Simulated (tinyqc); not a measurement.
Gate sweep: ballistic transport through the one-dimensional subbands of a rectangular nanowire or nanosheet channel. Computed by tinyqc, a small Python program. Command: `OMP_NUM_THREADS=1 python tinyqc.py 3029048 3029049 out.jsonl wire walk`. One thread of a shared host (Intel(R) Xeon(R) Processor @ 2.30GHz), about 0.02 s of CPU time with the checks.

Hard walls, parabolic subbands, transport along x. Energies are counted from the bulk conduction band edge at the top of the barrier, which the gate pulls down by U; the source Fermi level lies at the bulk edge when U = 0.

Inputs (values chosen for the exercise, modelled on silicon): light mass m_t = 0.2 m_0; heavy mass m_l = 0.923 m_0; height a = 3.1 nm; width b = 3.6 nm; equivalent oxide thickness t = 2.1 nm; drain voltage V_D = 0.05 V; temperature T = 77 K.

Valleys: silicon [100] wire.

Constants: hbar^2/(2 m_0) = 3.80998212 eV angstrom^2; k_B = 8.617333262e-05 eV/K; m_0 = 9.1093837015e-31 kg; k_B = 1.380649e-23 J/K; hbar = 1.054571817e-34 J s; eps_0 = 8.8541878128e-12 F/m; e = 1.602176634e-19 C; h = 6.62607015e-34 J s.

Method:
- E_pq = (hbar^2 pi^2/2)(p^2/(m_y b^2) + q^2/(m_z a^2)); valley pairs: (m_x, m_y, m_z) = (m_t, m_t, m_l), (m_t, m_l, m_t), (m_l, m_t, m_t), each with degeneracy g = 2; the 10 lowest subbands are kept.
- F_j(eta) = (1/Gamma(j + 1)) int_0^infinity x^j/(1 + exp(x - eta)) dx, F_0 = ln(1 + exp(eta)). Integrals over x = E/(k_B T) use 160 Gauss-Legendre points in u = sqrt(x) from 0 to sqrt(max(eta, 0) + 32).
- With degeneracy g = 2, eta_i = (U - E_i)/(k_B T) and u = e V_D/(k_B T): line density n = sum_i g sqrt(2 m_x k_B T/pi)/(2 hbar) [F_-1/2(eta_i) + F_-1/2(eta_i - u)]; gate: e n = C_ox (V_G - U/e), C_ox = 3.9 eps_0 2 (a + b)/t (flat-plate estimate); I = (2 e k_B T/h) sum_i g [F_0(eta_i) - F_0(eta_i - u)].
- Open modes are sum_i g/(1 + exp(-eta_i)). The last column is e dn/dV_G over C_ox, taken up to the next row.

Subbands:
```
valley axis  p  q  E (meV)  m_x (m_0)
z            1  1  187.467      0.200
y            1  1  227.080      0.200
z            1  2  314.647      0.200
y            2  1  321.386      0.200
x            1  1  340.719      0.923
y            3  1  478.562      0.200
z            1  3  526.613      0.200
z            2  1  622.687      0.200
y            4  1  698.608      0.200
z            2  2  749.867      0.200
```

Against the gate voltage:
```
V_G (V)  U (meV)    n (1/nm)  I (microampere)  open modes    C_g/C_ox
-0.110   -110.00  3.5815e-21       3.4936e-20  6.7990e-20  5.9939e-14
-0.013    -13.00  7.9960e-15       7.7998e-14  1.5180e-13  5.3099e-06
0.110     110.00  8.9821e-07       8.7618e-06  1.7052e-05  3.9578e-01
0.240     188.55  7.0760e-02       8.0238e-01  1.0873e+00  8.3553e-01
0.340     205.00  1.8567e-01       2.8155e+00  1.9362e+00  8.5086e-01
0.470     224.38  3.3779e-01       6.1151e+00  2.7919e+00  9.1048e-01
0.610     236.92  5.1309e-01       8.7248e+00  3.6287e+00  9.2219e-01
0.770     249.37  7.1601e-01       1.1063e+01  3.9328e+00  9.1072e-01
0.940     264.54  9.2893e-01       1.3396e+01  3.9944e+00  9.1369e-01
1.100     278.36  1.1300e+00       1.4882e+01  4.0107e+00           -
```

What follows from these numbers?

Between the first two rows the current rises one decade per 15 mV, against the limit ln(10) k_B T/e = 15 mV. Above threshold C_g/C_ox lies between 0.84 and 0.92: the quantum capacitance in series costs little, since heavy or many subbands hold the charge.

Extremes, crossings and ranges named in words are read from the listed rows.
